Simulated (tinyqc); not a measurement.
# Worked calculation: metal gate on a two-layer dielectric stack with fixed charge and a dipole

Computed by the program tinyqc: `OMP_NUM_THREADS=1 python tinyqc.py 2010003 2010004 out.jsonl`, one thread of a shared Intel Xeon 2.30GHz, about 0.01 s for the whole run. Printed values are rounded.

Gate, layer 2, layer 1, p-type semiconductor; x runs from the gate inwards. Charges are counted in units of +q. psi is the band bending at the surface, positive towards inversion. Classical charge, Boltzmann statistics, no interface traps.

Values chosen for this exercise; band and dielectric values close to those of silicon, layer 1 close to silicon dioxide, layer 2 close to hafnium oxide:
```
symbol,value,unit,meaning
T,350,K,temperature
Eg,1.12,eV,band gap
eps_r,11.7,,relative permittivity
Nc,3.47e19,cm^-3,conduction-band density of states at T
Nv,3.38e19,cm^-3,valence-band density of states at T
chi,4.11,eV,electron affinity
Na,2.7e18,cm^-3,acceptor density
pM,4.92,eV,work function of the gate metal
t1,0.4,nm,"thickness of layer 1, next to the semiconductor"
e1,4.02,,relative permittivity of layer 1
t2,4.1,nm,"thickness of layer 2, next to the gate"
e2,22.3,,relative permittivity of layer 2
Q1,2.3e11,cm^-2,fixed charge at the semiconductor interface
Q2,2e11,cm^-2,fixed charge between the layers
r1,0,cm^-3,uniform charge density in layer 1
r2,0,cm^-3,uniform charge density in layer 2
Vd,0.15,V,flat-band shift by a dipole layer between the layers
ps,1.136,V,band bending psi of the working point
```

Constants: q = 1.602176634e-19 C, kB = 1.380649e-23 J/K, Vt = kB T/q, eps0 = 8.8541878128e-14 F/cm where lengths are in cm. Results are converted to the units shown.

Range of the model: At the working point ps the carrier density at the surface is 21 times the band density of states, where degeneracy and quantisation, left out here, matter.

## Equivalent thickness and work-function difference

EOT = 3.9 (t1/e1 + t2/e2), Cox = eps0/(t1/e1 + t2/e2); phi_ms = pM - (chi + Eg - Vt ln(Nv/Na)).

EOT = 1.10510 nm
Cox = 3.12472 uF/cm^2
share of layer 1 in the EOT = 35.1153 %
phi_ms = -0.233778 V

## Flat-band voltage, term by term

EOT = 3.9 (t1/e1 + t2/e2), Cox = eps0/(t1/e1 + t2/e2); phi_ms = pM - (chi + Eg - Vt ln(Nv/Na)). Vfb = phi_ms + Vd - (q/eps0) [Q1 (t1/e1 + t2/e2) + Q2 t2/e2 + r1 (t1^2/(2 e1) + t1 t2/e2) + r2 t2^2/(2 e2)]: each charge counts with its electrical distance from the gate.

terms (V): phi_ms -0.233778, dipole 0.150000, Q1 -0.011793, Q2 -0.006654, r1 0.000000, r2 0.000000
Vfb = -0.102225 V

Apart from phi_ms the largest term is that of dipole, 150 mV; all charges and the dipole together move Vfb by 132 mV.

## Threshold voltage

ni = sqrt(Nc Nv) exp(-Eg/(2 Vt)), Eg in volts, pB = Vt ln(Na/ni), Vth = Vfb + 2 pB + sqrt(4 q eps0 eps_r Na pB)/Cox.

ni = 2.95786e11 cm^-3
pB = 0.483381 V
depletion charge = 0.930849 uC/cm^2
Vth = 1.16244 V

## Charge in the semiconductor

ni = sqrt(Nc Nv) exp(-Eg/(2 Vt)), Eg in volts. Qs = -sign(psi) sqrt(2 q eps0 eps_r Na Vt [exp(-u) + u - 1 + (ni/Na)^2 (exp(u) - u - 1)]), u = psi/Vt.

Qs = -2.89544 uC/cm^2

The surface is in strong inversion: psi exceeds 2 Vt ln(Na/ni) = 0.967 V.

## Fields and voltage drops

Gauss: D = -Qs just inside the semiconductor; going towards the gate subtract q Q1, then q r1 t1, q Q2 and q r2 t2. Field = D/(eps0 e); the drop over a layer is its mean field times its thickness; Vg = phi_ms + Vd + psi + both drops.

| place | D (uC/cm^2) | field (MV/cm) |
|---|---|---|
| layer 2, gate side | 2.82655 | 1.43154 |
| layer 2, inner side | 2.82655 | 1.43154 |
| layer 1, outer side | 2.85859 | 8.03114 |
| layer 1, semiconductor side | 2.85859 | 8.03114 |
| semiconductor surface | 2.89544 | 2.79499 |

drop over layer 2 = 0.586930 V
drop over layer 1 = 0.321246 V
Vg = 1.96040 V

The same Vg follows from Vfb + psi - Qs/Cox. The largest field, 8.03 MV/cm in size, is at: layer 1, outer side.
